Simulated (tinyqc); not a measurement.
On-chip interconnect, size-dependent resistivity and RC delay: one step of the calculation.

A rectangular line between two neighbours and two ground planes. Surface and grain-boundary scattering are added to the bulk resistivity as corrections; capacitances are parallel-plate values without fringing; inductance is ignored.

Question. Ladder and Elmore delays. 7 equal pi sections: series Rs = r Lw/7; node capacitances c Lw/7, halved at nodes 0 and 7, with Cl added to node 7; Rd feeds node 0. Elmore delay of node k: the sum, over the resistors on the path to k, of resistance times all capacitance downstream of it.

Values chosen for this exercise; metal values close to those of cobalt: line length Lw = 84 um; driver resistance Rd = 8200 ohm; load capacitance Cl = 0.18 fF.

r = 48.890134 ohm/um
c = 0.22328722 fF/um

Give: Rs; C; Elmore delay.

Answer.

Rs = 586.7 ohm

```
node	C (fF)	Elmore delay (ps)
0	1.340	155.3
1	2.679	165.6
2	2.679	174.4
3	2.679	181.5
4	2.679	187.1
5	2.679	191.2
6	2.679	193.6
7	1.520	194.5
```

The far-end value equals Rd (c Lw + Cl) + r Lw (c Lw/2 + Cl) for any number of pi sections; the line resistance contributes 20.2 % of it.

Program tinyqc, `OMP_NUM_THREADS=1 python tinyqc.py 2100129 2100130 out.jsonl`; Intel Xeon 2.30GHz, shared host, one thread, about 0.01 s.
